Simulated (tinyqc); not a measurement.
Solid solubility of a dopant against its melt (retrograde solidus), clustering and the electrically active fraction: one step, computed by the program tinyqc. Command: `OMP_NUM_THREADS=1 python tinyqc.py 3005582 3005583 out.jsonl retro walk`. One thread of a shared host (Intel(R) Xeon(R) Processor @ 2.30GHz), about 0.01 s of CPU time with the checks.

Task: Liquidus and solidus at T. x_l and x_s are atom fractions of the dopant in melt and solid; the solid is dilute. Liquidus of the host: R T ln(1 - x_l) + L x_l^2 = -H_f (1 - T/T_m). Distribution: k = x_s/x_l = exp[L (1 - x_l)^2/(R T)] exp(S/k_B - H/(k_B T)), the first factor being the activity coefficient in the melt. Solubility = x_s N0; at T_m x_l = 0.

Inputs (values chosen for the exercise, of the order of those of copper in silicon for the solubility):

| quantity | value | unit |
|---|---|---|
| melting point of the host T_m | 1687 | K |
| heat of melting of the host H_f | 50.2 | kJ/mol |
| interaction L of the melt | -12 | kJ/mol |
| enthalpy of transfer from melt to solid H | 1.41 | eV |
| entropy of transfer S | 2.67 | k_B |
| site density N0 | 5e+22 | 1/cm^3 |
| temperature T | 1215 | K |

Constants: R = 8.314462618 J/(mol K); k_B = 8.617333262e-05 eV/K.

Give: x_l; distribution coefficient k; x_s; solubility; k at the melting point.

Result:

x_l = 0.61167

distribution coefficient k = 1.7106e-05

x_s = 1.0463e-05

solubility = 5.2315e+17 1/cm^3

k at the melting point = 3.7649e-04

k has changed by a factor 0.045 from its value at T_m, while x_l has grown from 0 to 0.612.
